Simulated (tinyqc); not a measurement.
Worked calculation: strain, valley repopulation and piezoresistance in a many-valley conduction band. Computed by tinyqc, a small Python program that keeps every step. Command: `OMP_NUM_THREADS=1 python tinyqc.py 3004640 3004641 out.jsonl valleys walk`. One thread of a shared host (Intel(R) Xeon(R) Processor @ 2.30GHz), about 0.02 s of CPU time with the checks. Intermediate numbers are printed to about 6 digits and carried at full precision; extremes and crossings named in words are read from the listed rows.

Valleys are ellipsoids with mass m_l along the axis a and m_t across it, parabolic, with one constant relaxation time; strain shifts the valleys and leaves the masses alone. Currents are taken along [110], along the load, and along [1-10], across the load.

Inputs (values chosen for the exercise, modelled on germanium):
```
quantity                               value    unit
longitudinal mass m_l                   1.57     m_0
transverse mass m_t                   0.0841     m_0
shear deformation potential Xi_u        16.3      eV
dilation deformation potential Xi_d     -4.3      eV
C11                                      129     GPa
C12                                     47.6     GPa
C44                                     67.5     GPa
stress X (tension positive)              -41     MPa
electron density n                   1.1e+17  1/cm^3
relaxation time tau                      140      fs
temperature T                             77       K
```

Valley axes: <111> (4 valleys). Load: uniaxial [110].

Constants: k_B = 8.617333262e-05 eV/K; m_0 = 9.1093837015e-31 kg; k_B = 1.380649e-23 J/K; hbar = 1.054571817e-34 J s; e = 1.602176634e-19 C.

## Strain

Compliances S11 = (C11 + C12)/((C11 - C12)(C11 + 2 C12)), S12 = -C12/((C11 - C12)(C11 + 2 C12)), S44 = 1/C44; stress sigma_ij = X n_i n_j for the unit vector n of the load; e_xx = S11 sigma_xx + S12 (sigma_yy + sigma_zz), e_xy = S44 sigma_xy/2 (tensor strain).

strain tensor (%):
```
            x           y          z
x  -0.0144905  -0.0151852  0.0000000
y  -0.0151852  -0.0144905  0.0000000
z   0.0000000   0.0000000  0.0106938
```

## Valley shifts

Herring-Vogt shift of a valley with unit axis a: dE = Xi_d tr(e) + Xi_u a.e.a.

shifts dE (meV): [111] -1.85738, [-111] 1.44287, [1-11] 1.44287, [11-1] -1.85738

splitting (highest minus lowest) = 3.30025 meV

Lowest: [111], [11-1]; the splitting is 0.497 k_B T.

## Populations

Each of the 4 valleys holds n_v = N_v (2/sqrt(pi)) F_1/2((E_F - dE_v)/(k_B T)), N_v = 2 (m_d k_B T/(2 pi hbar^2))^(3/2), m_d = (m_l m_t^2)^(1/3); E_F solves sum n_v = n and is counted from the unstrained edge. F_j(eta) = int_0^infinity x^j/(1 + exp(x - eta)) dx, without a gamma-function factor. It is evaluated after integrating by parts. Integrals over x = E/(k_B T) use 160 Gauss-Legendre points in u = sqrt(x) from 0 to sqrt(max(eta, 0) + 32).

Fermi level E_F = -16.9733 meV

share of the electrons: [111] 0.309344, [-111] 0.190656, [1-11] 0.190656, [11-1] 0.309344

## Mobility tensor and resistance change

Mobility tensor mu = e tau sum_v (n_v/n) [1/m_t + (1/m_l - 1/m_t) a a^T]; unstrained mu_0 = e tau (1/m_l + 2/m_t)/3; resistivity along d from the inverse tensor, rho_d = d.mu^-1.d/(n e), mobility along d = 1/(d.mu^-1.d); gauge pi_d = (rho_d/rho_0 - 1)/X.

mobility tensor (cm^2/(V s)):
```
         x        y        z
x  2004.20  -219.26     0.00
y  -219.26  2004.20     0.00
z     0.00     0.00  2004.20
```

unstrained mobility mu_0 = 2004.20 cm^2/(V s)

mobility along the first direction = 1784.94 cm^2/(V s)

mobility along the second direction = 2223.46 cm^2/(V s)

resistance change along the first direction = 12.2838 %

resistance change along the second direction = -9.86114 %

The mobility lies between e tau/m_l = 157 and e tau/m_t = 2930; the trace stays at 3 mu_0. Along the first direction the filled valleys present more of their heavy mass.

## Linear piezoresistance coefficients

With eta_0 the reduced Fermi level without strain, r = F_-1/2(eta_0)/(2 F_1/2(eta_0)) (1 for a classical gas) and c = r (Xi_u/k_B T) (m_l - m_t)/(2 m_l + m_t): pi44 = -c S44/3, pi11 = pi12 = 0.

eta_0 = -2.49778

degeneracy factor r = 0.972561

pi11 = 0 1e-11/Pa

pi12 = 0 1e-11/Pa

pi44 = -543.747 1e-11/Pa

The gas is classical, so the coefficients follow 1/T.

## Full result against the linear law

Linear theory: pi_l = (pi11 + pi12 + pi44)/2, pi_t = (pi11 + pi12 - pi44)/2.

Resistance changes (%); at 2000 MPa the strain is near or above 1 %, where band warping, left out here, matters:
```
X (MPa)  splitting (meV)  largest share  first direction    linear  second direction    linear
-2000            160.988       0.500000          85.4850   543.747          -31.5478  -543.747
-1000             80.494       0.499997          85.4832   271.874          -31.5475  -271.874
-400              32.198       0.495906          82.9244   108.749          -31.1923  -108.749
-150              12.074       0.427819          48.7670    40.781          -24.6879   -40.781
-50                4.025       0.321724          15.2370    13.594          -11.6782   -13.594
50                 4.025       0.321724         -11.6782   -13.594           15.2370    13.594
150               12.074       0.427819         -24.6879   -40.781           48.7670    40.781
400               32.198       0.495906         -31.1923  -108.749           82.9244   108.749
1000              80.494       0.499997         -31.5475  -271.874           85.4832   271.874
2000             160.988       0.500000         -31.5478  -543.747           85.4850   543.747
```

Along the first direction the linear law misses by more than 10 % at every stress listed, since the splitting is not small against k_B T.

Checks made by the program: trace of the tensor against 3 mu_0 (relative difference below 1e-10); linear coefficients against the full calculation at 0.01 MPa (relative difference 3e-05).
